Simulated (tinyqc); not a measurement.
Inside a calculation. Method: MP2 on RHF in the 6-31g basis, for H3+, spin multiplicity 1. One step of it, computed by the program tinyqc.

Task: Iteration 1: diagonalisation and new density. Diagonalise F' = X^T F X, C = X C', fill 1 alpha and 1 beta electrons from the bottom; D = 2 C_occ C_occ^T. Each column has its largest component positive (the first on a tie).

Fock matrix F (hartree):
```
           1H 1s      1H 2s      2H 1s      2H 2s      3H 1s      3H 2s
1H 1s  -0.440852  -0.753533  -0.643488  -0.664670  -0.585572  -0.638848
1H 2s  -0.753533  -0.714046  -0.664670  -0.689466  -0.625716  -0.673890
2H 1s  -0.643488  -0.664670  -0.440852  -0.753533  -0.585572  -0.638848
2H 2s  -0.664670  -0.689466  -0.753533  -0.714046  -0.625716  -0.673890
3H 1s  -0.585572  -0.625716  -0.585572  -0.625716  -0.408879  -0.725108
3H 2s  -0.638848  -0.673890  -0.638848  -0.673890  -0.725108  -0.697829
```

X:
```
           1H 1s      1H 2s      2H 1s      2H 2s      3H 1s      3H 2s
1H 1s   1.268285  -0.508880  -0.085449   0.033218  -0.052300   0.028433
1H 2s  -0.508880   1.962930   0.033218  -0.606523   0.024218  -0.508871
2H 1s  -0.085449   0.033218   1.268285  -0.508880  -0.052300   0.028433
2H 2s   0.033218  -0.606523  -0.508880   1.962930   0.024218  -0.508871
3H 1s  -0.052300   0.024218  -0.052300   0.024218   1.262723  -0.506531
3H 2s   0.028433  -0.508871   0.028433  -0.508871  -0.506531   1.881176
```

Give: F' = X^T F X; orbital energies; coefficients C; D after iteration 1.

Result:

F' = X^T F X (hartree):
```
        1       2       3       4       5       6
1   0.145  -0.550  -0.350  -0.100  -0.280  -0.101
2  -0.550   0.004  -0.100  -0.141  -0.101  -0.136
3  -0.350  -0.100   0.145  -0.550  -0.280  -0.101
4  -0.100  -0.141  -0.550   0.004  -0.101  -0.136
5  -0.280  -0.101  -0.280  -0.101   0.140  -0.540
6  -0.101  -0.136  -0.101  -0.136  -0.540  -0.007
```

orbital energies (hartree): MO1 -1.124, MO2 -0.196, MO3 -0.163, MO4 0.385, MO5 0.727, MO6 0.802

coefficients C:
```
         MO1     MO2     MO3     MO4     MO5     MO6
1H 1s  0.327  -0.148   0.224   0.639   0.529  -1.006
1H 2s  0.132  -0.635   1.283  -0.578  -0.734   1.342
2H 1s  0.327  -0.148  -0.224   0.639   0.529   1.006
2H 2s  0.132  -0.635  -1.283  -0.578  -0.734  -1.342
3H 1s  0.309   0.282   0.000   0.613  -1.143   0.000
3H 2s  0.128   1.321   0.000  -0.467   1.528   0.000
```

D after iteration 1:
```
       1H 1s  1H 2s  2H 1s  2H 2s  3H 1s  3H 2s
1H 1s  0.214  0.086  0.214  0.086  0.202  0.084
1H 2s  0.086  0.035  0.086  0.035  0.081  0.034
2H 1s  0.214  0.086  0.214  0.086  0.202  0.084
2H 2s  0.086  0.035  0.086  0.035  0.081  0.034
3H 1s  0.202  0.081  0.202  0.081  0.191  0.079
3H 2s  0.084  0.034  0.084  0.034  0.079  0.033
```
